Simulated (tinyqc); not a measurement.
Worked calculation: Pariser-Parr-Pople SCF with singles CI, for the molecule NC1=CC=CC=C(O)C=C1 (SMILES; centres numbered as the heavy atoms are written). Computed by tinyqc, a small Python program that keeps every step. Settings: charge = 0, gamma = Ohno, start = core, damping = 0, iteration cap = 56, excitations kept = 4. Command: `OMP_NUM_THREADS=1 python tinyqc.py 29649 29650 out.jsonl` (the two numbers bound the seeds that draw the settings). One thread of a shared host (Intel(R) Xeon(R) Processor @ 2.60GHz), about 0.01 s of CPU time with the checks. Later iterations appear only in the table of the cycle.

## PPP integrals

Centres (angstrom, eV; a flat drawing with bonds scaled to 1.40 angstrom):
```
centre          x          y  core charge z          W   gamma_rr
1N       2.983000  -0.989000              2  25.600000  16.800000
2C       1.690000  -0.453000              1  11.160000  11.130000
3C       1.690000   0.947000              1  11.160000  11.130000
4C       0.700000   1.937000              1  11.160000  11.130000
5C      -0.700000   1.937000              1  11.160000  11.130000
6C      -1.690000   0.947000              1  11.160000  11.130000
7C      -1.690000  -0.453000              1  11.160000  11.130000
8O      -2.983000  -0.989000              2  33.000000  21.500000
9C      -0.700000  -1.443000              1  11.160000  11.130000
10C      0.700000  -1.443000              1  11.160000  11.130000
```

Resonance integrals (eV):
```
i    j       beta
1    2  -2.370000
2    3  -2.520000
3    4  -2.520000
4    5  -2.520000
5    6  -2.520000
6    7  -2.520000
7    8  -2.370000
7    9  -2.520000
9   10  -2.520000
10   2  -2.520000
```

Ohno: gamma = 14.399645/sqrt(R^2 + a^2), a = 2 x 14.399645/(gamma_rr + gamma_ss); H_rr = -W_r - sum_(s != r) z_s gamma_rs; H_rs = beta for bonds.

repulsion gamma_rs (eV), lower triangle:
```
            1N         2C         3C         4C         5C         6C         7C         8O
1N   16.800000
2C    8.282827  11.130000
3C    5.655335   7.553862  11.130000
4C    3.738367   4.978424   7.553654  11.130000
5C    2.990261   3.978769   4.978424   7.553862  11.130000
6C    2.789443   3.710776   3.978738   4.978424   7.553654  11.130000
7C    2.990373   3.978738   3.710776   3.978769   4.978424   7.553862  11.130000
8O    2.394673   3.008871   2.804439   3.008757   3.774698   5.783535   8.702113  21.500000
9C    3.738740   4.978424   3.978769   3.710776   3.978738   4.978424   7.553654   5.784347
10C   5.656094   7.553654   4.978424   3.978738   3.710776   3.978769   4.978424   3.775082

            9C        10C
9C   11.130000
10C   7.553862  11.130000
```

core matrix H (eV), lower triangle:
```
             1N          2C          3C          4C          5C          6C          7C          8O
1N   -66.230786
2C    -2.370000  -70.476043
3C     0.000000   -2.520000  -64.812196
4C     0.000000    0.000000   -2.520000  -61.386895
5C     0.000000    0.000000    0.000000   -2.520000  -61.422565
6C     0.000000    0.000000    0.000000    0.000000   -2.520000  -65.038604
7C     0.000000    0.000000    0.000000    0.000000    0.000000   -2.520000  -71.277618
8O     0.000000    0.000000    0.000000    0.000000    0.000000    0.000000   -2.370000  -74.431189
9C     0.000000    0.000000    0.000000    0.000000    0.000000    0.000000   -2.520000    0.000000
10C    0.000000   -2.520000    0.000000    0.000000    0.000000    0.000000    0.000000    0.000000

             9C         10C
9C   -66.938821
10C   -2.520000  -66.755000
```

## Starting guess

pi electrons, sum of z_r less the charge = 12

Orbitals of the core matrix H.

P at the start, lower triangle:
```
            1N         2C         3C         4C         5C         6C         7C         8O
1N    1.140441
2C    0.581218   1.498014
3C   -0.588384   0.548012   1.085174
4C   -0.397047   0.097636   0.512231   0.375677
5C   -0.082986  -0.051847   0.084388   0.300948   0.573566
6C    0.189946  -0.100759  -0.149621   0.278017   0.800911   1.318068
7C    0.078086   0.032809   0.106313  -0.052530  -0.126737   0.225814   1.792000
8O   -0.023559  -0.003431  -0.025011   0.007947   0.016744  -0.040705   0.043913   1.990605
9C   -0.293317  -0.062510  -0.119339  -0.099739  -0.147740  -0.173593   0.412006  -0.091125
10C  -0.054463   0.294077  -0.167851   0.005191   0.176806   0.169352  -0.335811   0.072639

           9C       10C
9C   1.006114
10C  0.809825  1.220342
```

## Iteration 1: Fock matrix

F_rr = H_rr + P_rr gamma_rr / 2 + sum_(s != r) P_ss gamma_rs; F_rs = H_rs - P_rs gamma_rs / 2; E = tr P (H + F) / 2 + core repulsion sum_(r<s) z_r z_s gamma_rs.

F (eV), lower triangle:
```
             1N         2C         3C         4C         5C         6C         7C         8O
1N   -10.520498
2C    -4.777065  -8.106571
3C     1.663754  -4.589803  -7.759687
4C     0.742153  -0.243038  -4.454609  -6.775468
5C     0.124075   0.103144  -0.210059  -3.656661  -5.696963
6C    -0.264922   0.186947   0.297652  -0.692043  -5.544901  -3.529576
7C    -0.116753  -0.065269  -0.197252   0.104503   0.315475  -3.372884  -2.603383
8O     0.028208   0.005162   0.035071  -0.011955  -0.031602   0.117709  -2.561068  -5.811330
9C     0.548318   0.155600   0.237412   0.185054   0.293908   0.432110  -4.076077   0.263550
10C    0.154023  -3.630676   0.417817  -0.010326  -0.328043  -0.336905   0.835904  -0.137108

            9C        10C
9C   -0.793769
10C  -5.578652  -3.891961
```

pi energy = -176.147490 eV

## Iteration 1: orbitals and new P

Diagonalise F (the basis is taken as orthonormal) and form P = 2 sum c c over the lowest orbitals.

orbital energies (eV): -15.536655  -13.975784  -10.884817  -9.530589  -7.098630  -3.999768  -3.503246  0.646623  2.048583  6.345077

P after iteration 1, lower triangle:
```
            1N         2C         3C         4C         5C         6C         7C         8O
1N    1.662925
2C    0.498594   1.189628
3C   -0.422161   0.697952   1.316681
4C    0.065216  -0.196039   0.346134   1.490885
5C    0.103761  -0.121339  -0.099700   0.531483   1.042860
6C   -0.036671   0.097624  -0.010004  -0.242841   0.781960   1.064633
7C   -0.136905   0.122866   0.101831  -0.354776   0.060458   0.522590   0.833204
8O    0.212788  -0.208757   0.038534   0.311077  -0.249537  -0.141825   0.675347   1.469861
9C   -0.223356   0.098208  -0.203338  -0.001660  -0.015972  -0.007508   0.262898   0.166794
10C  -0.058657   0.311934  -0.226510   0.180152   0.051171  -0.145407  -0.011813  -0.160689

           9C       10C
9C   0.709289
10C  0.846970  1.220034
```

## Iteration 2: Fock matrix

As before.

F (eV), lower triangle:
```
            1N         2C         3C         4C         5C         6C         7C          8O
1N   -7.736928
2C   -4.434884  -4.129267
3C    1.193731  -5.156117  -2.294946
4C   -0.121902   0.487982  -3.827287  -2.603666
5C   -0.155136   0.241391   0.248174  -4.527376  -3.008739
6C    0.051146  -0.181130   0.019903   0.604483  -5.473328  -6.342177
7C    0.204698  -0.244427  -0.188936   0.705787  -0.150492  -4.493786  -8.660703
8O   -0.254779   0.314062  -0.054033  -0.467978   0.470962   0.410124  -5.308474  -16.837357
9C    0.417534  -0.244460   0.404517   0.003079   0.031775   0.018688  -3.512920   -0.482398
10C   0.165884  -3.698121   0.563831  -0.358388  -0.094942   0.289270   0.029404    0.303306

            9C        10C
9C   -6.619451
10C  -5.718948  -5.926466
```

pi energy = -181.179580 eV

## Iteration 2: orbitals and new P

As before.

orbital energies (eV): -20.053420  -13.848110  -12.331969  -10.976977  -8.280066  -5.664027  -2.949117  0.755565  3.202094  5.986326

P after iteration 2, lower triangle:
```
            1N         2C         3C         4C         5C         6C         7C         8O
1N    1.644817
2C    0.528674   1.050968
3C   -0.385529   0.745667   1.122656
4C   -0.195332   0.077771   0.435242   0.858092
5C    0.125989  -0.204159  -0.072468   0.682117   1.025460
6C    0.134402  -0.052313  -0.072348   0.075342   0.652455   1.071915
7C   -0.184232   0.201606   0.152837  -0.433390  -0.186912   0.663986   1.298217
8O    0.115838  -0.116667  -0.027189   0.229079   0.018070  -0.244715   0.261281   1.888342
9C   -0.176110  -0.001803  -0.231431  -0.051063   0.016672  -0.005480   0.263887  -0.003064
10C   0.074937   0.239086  -0.052186   0.179865   0.100120  -0.191384  -0.107598  -0.045966

           9C       10C
9C   1.033114
10C  0.917477  1.006418
```

## Iteration 3: Fock matrix

As before.

F (eV), lower triangle:
```
             1N         2C         3C         4C         5C         6C         7C          8O
1N   -10.136984
2C    -4.559457  -6.601172
3C     1.090149  -5.336332  -6.237950
4C     0.365111  -0.193588  -4.163836  -4.982932
5C    -0.188371   0.406151   0.180388  -5.096310  -5.011966
6C    -0.187453   0.097061   0.143926  -0.187543  -4.984209  -4.225262
7C     0.275462  -0.401068  -0.283572   0.862179   0.465264  -5.027828  -4.923816
8O    -0.138697   0.175518   0.038124  -0.344622  -0.034105   0.707658  -3.506847  -10.157576
9C     0.329215   0.004487   0.460405   0.094741  -0.033168   0.013641  -3.516655    0.008861
10C   -0.211927  -3.422988   0.129903  -0.357817  -0.185761   0.380736   0.267835    0.086763

            9C        10C
9C   -4.408920
10C  -5.985248  -5.443335
```

pi energy = -185.766332 eV

## Iteration 3: orbitals and new P

As before.

orbital energies (eV): -15.303984  -13.399185  -12.533124  -10.739909  -10.101056  -6.847805  -1.958518  2.035191  2.233148  4.485330

P after iteration 3, lower triangle:
```
            1N         2C         3C         4C         5C         6C         7C         8O
1N    1.681106
2C    0.530788   1.005707
3C   -0.377449   0.752647   1.222037
4C   -0.126382   0.026156   0.402375   0.978900
5C    0.175293  -0.240714  -0.124434   0.780855   1.081423
6C    0.077334  -0.009507  -0.013166  -0.009481   0.515780   1.042350
7C   -0.137392   0.156374   0.119601  -0.379591  -0.086833   0.763179   1.104628
8O    0.093543  -0.102268  -0.018790   0.201838  -0.023967  -0.283666   0.329396   1.864720
9C   -0.176009   0.050969  -0.202047  -0.059761   0.030597   0.057317   0.286956  -0.003959
10C   0.024581   0.235641  -0.093333   0.150893   0.066340  -0.244232  -0.080638  -0.048992

           9C       10C
9C   0.905320
10C  0.909112  1.113809
```

## Convergence

Stop when output and input P, before any damping, agree to 1e-7.

Course of the cycle:
```
iteration         E (eV)  largest |P(out) - P(in)|
1          -176.14748972                  1.12e+00
2          -181.17958000                  6.33e-01
3          -185.76633169                  1.94e-01
4          -186.74635279                  7.37e-02
5          -186.89884264                  4.10e-02
6          -186.94256431                  2.22e-02
7          -186.95585995                  1.19e-02
8          -186.96006560                  6.41e-03
9          -186.96145291                  3.42e-03
10         -186.96193834                  1.79e-03
11         -186.96212640                  1.10e-03
...                  ...                       ...
46         -186.96245453                  4.96e-05
47         -186.96245466                  4.58e-05
48         -186.96245478                  4.23e-05
49         -186.96245488                  3.90e-05
50         -186.96245496                  3.60e-05
51         -186.96245503                  3.32e-05
52         -186.96245509                  3.07e-05
53         -186.96245514                  2.83e-05
54         -186.96245519                  2.61e-05
55         -186.96245522                  2.41e-05
56         -186.96245526                  2.23e-05
```

Not converged within 56 iterations: the residual falls steadily but slowly, by a factor of about 0.92 a step. Reruns (cap 100 unless said): damping 0.5: not converged; the original settings with a cap of 400: converged in 124 (E = -186.96246).
